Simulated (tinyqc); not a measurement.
Inputs raised by 10 %, one at a time: global model of a low-pressure process discharge: electron temperature, density, ion flux and ion energy. Computed by tinyqc, a small Python program. Command: `OMP_NUM_THREADS=1 python tinyqc.py 3114245 3114246 out.jsonl plasma sens`. One thread of a shared host (Intel(R) Xeon(R) Processor @ 2.30GHz), about 0.01 s of CPU time with the checks.

Maxwellian electrons with temperature T_e in eV, one positive ion, no negative ions, uniform bulk density n; rate constants have the Arrhenius form.

Inputs (values chosen for the exercise, of the order of those of an inductive discharge in a simple atomic gas):
```
quantity,value,unit
ion mass M,40,u
ionisation prefactor K0,3.2e-14,m^3/s
ionisation energy E_iz,16.1,eV
excitation prefactor X0,2.8e-14,m^3/s
excitation energy E_ex,10.5,eV
elastic rate constant K_el,5.8e-14,m^3/s
ion-neutral cross section,6.3e-19,m^2
pressure p,0.66,Pa
gas temperature T_g,600,K
radius R,11,cm
height L,11,cm
absorbed power P,160,W
bias power P_b,29,W
radius of the biased electrode,5,cm
bias frequency,2,MHz
```

Constants: k_B = 1.380649e-23 J/K; e = 1.602176634e-19 C; u = 1.6605390666e-27 kg; m_0 = 9.1093837015e-31 kg; eps_0 = 8.8541878128e-12 F/m.

Method:
- n_g = p/(k_B T_g); lambda_i = 1/(n_g sigma); h_L = 0.86/sqrt(3 + L/(2 lambda_i)), h_R = 0.8/sqrt(4 + R/lambda_i); A_eff = 2 pi R^2 h_L + 2 pi R L h_R; d_eff = pi R^2 L/A_eff.
- Particle balance: K0 exp(-E_iz/T_e) n_g d_eff = u_B, u_B = sqrt(e T_e/M).
- Root found by bracketing.
- E_c = E_iz + (X0 exp(-E_ex/T_e) E_ex + K_el (3 m_0/M) T_e)/K_iz; wall potential V_s = (T_e/2) ln(M/(2 pi m_0)); E_T = E_c + 2 T_e + T_e/2 + V_s; n = P/(e u_B A_eff E_T); ion current density J = e h_L n u_B; ionised share n/n_g.
- All bias power goes to ions: V_b = P_b/(J pi r^2). Debye length at the sheath edge lambda_D = sqrt(eps_0 T_e/(e h_L n)); Child-law sheath s = (sqrt2/3) lambda_D (2 V/T_e)^(3/4), V = V_b + V_s; ion transit time tau_i = 3 s sqrt(M/(2 e V)); collisions in the sheath s/lambda_i.

Runs:
```
input moved,from,to,T_e (eV),ion current density J (mA/cm^2),bias voltage V_b (V),sheath width s (mm)
base run,-,-,3.7199,1.4497,254.70,1.6359
ionisation prefactor K0 (m^3/s),3.2e-14,3.52e-14,3.6297,1.5028,245.70,1.5649
excitation prefactor X0 (m^3/s),2.8e-14,3.08e-14,3.7199,1.3818,267.22,1.7332
pressure p (Pa),0.66,0.726,3.6064,1.4322,257.80,1.6575
gas temperature T_g (K),600,660,3.8401,1.4649,252.05,1.6180
radius R (cm),11,12.1,3.6720,1.2524,294.83,1.9503
absorbed power P (W),160,176,3.7199,1.5946,231.55,1.4592
bias power P_b (W),29,31.9,3.7199,1.4497,280.17,1.7495
```

Exponents ln(y'/y) / ln(x'/x):
```
input,T_e,ion current density J,bias voltage V_b,sheath width s
ionisation prefactor K0,-0.258,0.377,-0.377,-0.466
excitation prefactor X0,0.000,-0.503,0.503,0.606
pressure p,-0.325,-0.127,0.127,0.137
gas temperature T_g,0.334,0.110,-0.110,-0.116
radius R,-0.136,-1.535,1.535,1.844
absorbed power P,0.000,1.000,-1.000,-1.200
bias power P_b,0.000,0.000,1.000,0.704
```

Among the inputs moved here: T_e answers most in size to gas temperature T_g (exponent +0.334), next to pressure p (-0.325); its exponent is below 0.0005 for excitation prefactor X0, absorbed power P, bias power P_b. Its exponent 0.000 in absorbed power P: T_e follows from the particle balance. ion current density J answers most in size to radius R (exponent -1.535), next to absorbed power P (+1.000); its exponent is below 0.0005 for bias power P_b. Bias voltage V_b answers most in size to radius R (exponent +1.535), next to absorbed power P (-1.000). Its exponent -1.000 in absorbed power P: more ions share the bias power. Sheath width s answers most in size to radius R (exponent +1.844), next to absorbed power P (-1.200).
